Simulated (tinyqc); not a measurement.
Inside a calculation. Method: one-electron ion in a basis of Gaussians. Computed by tinyqc, a small Python program that keeps every step. Settings: Z = 5, l = 1. Command: `OMP_NUM_THREADS=1 python tinyqc.py 29723 29724 out.jsonl` (the two numbers bound the seeds that draw the settings). One thread of a shared host (Intel(R) Xeon(R) Processor @ 2.60GHz), about 0.01 s of CPU time with the checks.

## Matrices over normalised Gaussians

exponents of r^l exp(-a r^2) (1/bohr^2): [0.242400, 0.344800, 0.490400, 0.697600, 0.992200, 1.411000]

Z = 5

l = 1

With p = a_i + a_j and I(k) = Gamma((k+1)/2) / (2 p^((k+1)/2)): S = I(2l+2), T = (2l+3) a_i a_j S / p, V = -Z I(2l+1), each divided by sqrt(S_ii S_jj).

S:
$$\begin{pmatrix}
1.000000 & 0.962132 & 0.858945 & 0.716027 & 0.562567 & 0.420925 \\
0.962132 & 1.000000 & 0.962157 & 0.858927 & 0.716069 & 0.562672 \\
0.858945 & 0.962157 & 1.000000 & 0.962122 & 0.858919 & 0.716124 \\
0.716027 & 0.858927 & 0.962122 & 1.000000 & 0.962152 & 0.859026 \\
0.562567 & 0.716069 & 0.858919 & 0.962152 & 1.000000 & 0.962184 \\
0.420925 & 0.562672 & 0.716124 & 0.859026 & 0.962184 & 1.000000
\end{pmatrix}$$

T (hartree):
$$\begin{pmatrix}
0.606000 & 0.684729 & 0.696679 & 0.644036 & 0.547961 & 0.435368 \\
0.684729 & 0.862000 & 0.973965 & 0.990981 & 0.916135 & 0.779551 \\
0.696679 & 0.973965 & 1.226000 & 1.385290 & 1.409444 & 1.303053 \\
0.644036 & 0.990981 & 1.385290 & 1.744000 & 1.970535 & 2.005006 \\
0.547961 & 0.916135 & 1.409444 & 1.970535 & 2.480500 & 2.802621 \\
0.435368 & 0.779551 & 1.303053 & 2.005006 & 2.802621 & 3.527500
\end{pmatrix}$$

V (hartree):
$$\begin{pmatrix}
-2.618877 & -2.773075 & -2.765615 & -2.611121 & -2.351100 & -2.035764 \\
-2.773075 & -3.123435 & -3.307311 & -3.298429 & -3.114254 & -2.804313 \\
-2.765615 & -3.307311 & -3.724981 & -3.944319 & -3.933670 & -3.714143 \\
-2.611121 & -3.298429 & -3.944319 & -4.442752 & -4.704303 & -4.691776 \\
-2.351100 & -3.114254 & -3.933670 & -4.704303 & -5.298445 & -5.610309 \\
-2.035764 & -2.804313 & -3.714143 & -4.691776 & -5.610309 & -6.318476
\end{pmatrix}$$

## Generalised eigenproblem

H = T + V (hartree):
$$\begin{pmatrix}
-2.012877 & -2.088346 & -2.068936 & -1.967084 & -1.803139 & -1.600396 \\
-2.088346 & -2.261435 & -2.333346 & -2.307448 & -2.198119 & -2.024763 \\
-2.068936 & -2.333346 & -2.498981 & -2.559030 & -2.524226 & -2.411090 \\
-1.967084 & -2.307448 & -2.559030 & -2.698752 & -2.733768 & -2.686770 \\
-1.803139 & -2.198119 & -2.524226 & -2.733768 & -2.817945 & -2.807688 \\
-1.600396 & -2.024763 & -2.411090 & -2.686770 & -2.807688 & -2.790976
\end{pmatrix}$$

Solve H C = S C e through S^(-1/2); each column has its largest component positive (the first on a tie).

eigenvalues of S: [0.000012, 0.000391, 0.007144, 0.093806, 0.893729, 5.004919]

eigenvalues (hartree): [-3.028189, -1.352464, -0.495898, 0.689143, 3.096764, 6.231001]

coefficients:
$$\begin{pmatrix}
-0.968381 & 4.406918 & -11.561547 & 16.594412 & 13.512501 & -12.253765 \\
4.314878 & -9.363241 & 27.905879 & -57.202728 & -54.818176 & 57.454899 \\
-8.221820 & 12.708041 & -26.995486 & 80.956985 & 92.773742 & -121.232102 \\
10.044641 & -11.543637 & 14.447928 & -61.246979 & -78.386971 & 143.118284 \\
-6.837082 & 6.512827 & -3.835204 & 28.021637 & 29.862760 & -93.233543 \\
2.775098 & -2.259405 & -0.370447 & -7.171760 & -2.691504 & 26.313507
\end{pmatrix}$$

For Z = 5 and l = 1 the exact lowest level is -Z^2/(2 n^2) with n = l + 1: -3.125000 hartree. The basis is nearly linearly dependent, so rounded matrices do not reproduce these digits.
